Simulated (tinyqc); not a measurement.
Brillouin zone and empty-lattice bands of the fcc structure: one step. Empty-lattice levels at Gamma, X and L.

Primitive vectors a (0,1/2,1/2), a (1/2,0,1/2), a (1/2,1/2,0); one atom. Reciprocal vectors obey a_i.b_j = 2 pi delta_ij; k is given in units of 2 pi/a. Empty-lattice levels are c0 (2 pi/a)^2 |k + G|^2, c0 = hbar^2/2m0. Points: X = (1, 0, 0), L = (0.5, 0.5, 0.5), K = (0.75, 0.75, 0), W = (1, 0.5, 0), U = (1, 0.25, 0.25).

Constants: hbar^2/2m0 = 3.80998211 eV angstrom^2.

Inputs chosen for the exercise (out of a larger set: lattice near that of Pb; not measured data): a = 4.948 angstrom (lattice constant).

Problem. Give the five lowest values of |k + G|^2 with their degeneracy (spin not counted).

Give: a table of point, |k + G|^2, degeneracy, E (eV).

Solution.

Levels:
```
point  |k + G|^2  degeneracy  E (eV)
Gamma     0.0000           1   0.000
Gamma     3.0000           8  18.431
Gamma     4.0000           6  24.574
Gamma     8.0000          12  49.149
Gamma    11.0000          24  67.580
X         1.0000           2   6.144
X         2.0000           4  12.287
X         5.0000           8  30.718
X         6.0000           8  36.862
X         9.0000          10  55.292
L         0.7500           2   4.608
L         2.7500           6  16.895
L         4.7500           6  29.182
L         6.7500           8  41.469
L         8.7500          12  53.757
```

The lowest level is 2-fold at X and 2-fold at L: as many zones meet there, and these are the lowest sets at these points on which a weak potential acts.

tinyqc: `OMP_NUM_THREADS=1 python tinyqc.py 1850349 1850350 out.jsonl`; about 0.02 s, one thread, shared Intel(R) Xeon(R) Processor @ 2.30GHz.
